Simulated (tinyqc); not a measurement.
Resistance of a source-drain extension with a graded tip: one step of the calculation.

y runs along the channel, the gate covers y > 0. The doping is N0 for y < y0 and N0 10^(-(y - y0)/la) beyond, uniform over the depth xj. Sheet conductance s(y) = q mu(N) max(N - Nch, 0) xj + (for y > 0) ma Cox Vo, with mu(N) = u0 + (u1 - u0)/(1 + (N/Nr)^au) and Cox = eps0 eox/tox. Current is taken as one-dimensional; depletion of the tip, spreading and the contact are left out. The metallurgical junction lies at yj, where N = Nch.

Problem. Resistance of the overlapped part. Midpoint rule on 11 equal steps from 0 to yj: R_ov = sum h/s(y), per width.

Values chosen for this exercise; mobility law close to that of holes in silicon: relative permittivity of the gate insulator (close to aluminium oxide) eox = 8.91; insulator thickness tox = 3.9 nm; active doping of the extension far from the gate N0 = 2.3e20 cm^-3; lateral abruptness la = 2.3 nm/decade; position under the gate where the fall begins (gate edge at 0) y0 = 0.3 nm; depth of the extension xj = 22 nm; channel doping Nch = 3.8e17 cm^-3; gate overdrive Vo = 0.79 V; mobility of the gate-induced layer ma = 34 cm^2/(V s); mobility at low doping u1 = 470.5 cm^2/(V s); mobility at high doping u0 = 44.9 cm^2/(V s); reference doping Nr = 2.23e17 cm^-3; exponent au = 0.719.

Constants: q = 1.602176634e-19 C, eps0 = 8.8541878128e-14 F/cm where lengths are in cm. Results are converted to the units shown.

Find: y; N; doped conductance; sheet resistance; R_ov.

Solution.

```
point  y (nm)  N (cm^-3)  doped conductance (uS)  sheet resistance (ohm/square)
0      0.3045   2.290e20                    3851                          256.1
1      0.9134   1.245e20                    2159                          451.8
2       1.522   6.765e19                    1228                          780.0
3       2.131   3.677e19                   711.5                           1306
4       2.740   1.999e19                   422.0                           2100
5       3.349   1.086e19                   256.6                           3216
6       3.958   5.905e18                   159.2                           4683
7       4.567   3.210e18                   99.18                           6514
8       5.176   1.745e18                   59.58                           8778
9       5.785   9.483e17                   31.24                        1.169e4
10      6.394   5.154e17                   9.331                        1.571e4
```

R_ov = 33.78 ohm um

Program tinyqc, `OMP_NUM_THREADS=1 python tinyqc.py 2282207 2282208 out.jsonl`; Intel Xeon 2.30GHz, shared host, one thread, about 0.04 s.
